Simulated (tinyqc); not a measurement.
Donors with valley-orbit split 1s states, step by step. Values are carried at full precision from step to step, so a last printed digit may differ when a step is redone from the rounded ones.

Each donor binds at most one electron, in any of its states. For a site s, W_s = sum over its states of g exp(E/kT), and the ionised share is 1/(1 + W_s exp(eta)), eta = (EF - Ec)/kT; n = Nc F_1/2(eta); neutrality n + NA = ND x (mean ionised share); holes are neglected. Nc from N = 2 (m kB T/(4 pi c))^(3/2) with c = hbar^2/2m0, in 1/angstrom^3; times 1e24 for 1/cm^3, m = md. F_j(eta) = (1/Gamma(j + 1)) integral_0^infinity x^j dx/(1 + exp(x - eta)), which tends to exp(eta) for eta << 0.

Constants: hbar^2/2m0 = 3.80998211 eV angstrom^2; kB = 8.617333262e-05 eV/K.

Values chosen for the exercise (near those of As in Si; shifted at random, so the results belong to these values and not to a real crystal):
```
symbol  value             unit        meaning
md      1.067             m0          density-of-states mass of the conduction band
E       (55.5, 34, 32.2)  meV         binding energies of 1s(A1), 1s(T2), 1s(E)
g       (2, 6, 4)                     their degeneracies with spin
T       300               K
ND      7.9e+15           1/cm^3      donors
NA      7e+14             1/cm^3      compensating acceptors, all ionised
mu0     70                cm^2/(V s)  mobility at heavy doping
mu1     1349              cm^2/(V s)  mobility at light doping and 300 K
Nr      1.1e+17           1/cm^3      reference doping
de      0.72                          doping exponent
ga      2.3                           temperature exponent
```

## Partition sums of the neutral donor

Give each term g exp(E/kT), W_s, and the effective degeneracy W_s exp(-E_ground/kT).

Nc = 2.7658e+19 1/cm^3

terms: 1s(A1) 17.12, 1s(T2) 22.35, 1s(E) 13.90

W_s: donor 53.367

effective degeneracy: donor 6.236

The ground state alone would give 2 and all states together 12; here the excited states hold 68 % of the bound electrons.

## Neutrality

Solve for eta.

eta = -8.268
n = 7.09e+15 1/cm^3

ionised share: donor 0.986

n is 0.985 of ND - NA.

## Mobility and resistivity

Mobility (Caughey-Thomas form): mu = mu0 + (mu1 (T/300)^(-ga) - mu0)/(1 + ((ND + NA)/Nr)^de); rho = 1/(e n mu), e = 1.602176634e-19 C.

Compare with full ionisation, n = ND - NA.

mu = 1173.0 cm^2/(V s)
rho = 0.750 ohm cm
rho at full ionisation = 0.739 ohm cm

Incomplete ionisation raises rho by a factor 1.02.

## Checks

- n at ND = 1e13 1/cm^3 against the root of n^2 = (Nc/W)(ND - n) (1/cm^3): both 1.000e+13.

Computed by tinyqc, a small Python program: `OMP_NUM_THREADS=1 python tinyqc.py 1680001 1680002 out.jsonl` (the numbers bound the seed that draws the inputs); one thread of a shared host (Intel(R) Xeon(R) Processor @ 2.30GHz), about 0.01 s for the whole set of steps.
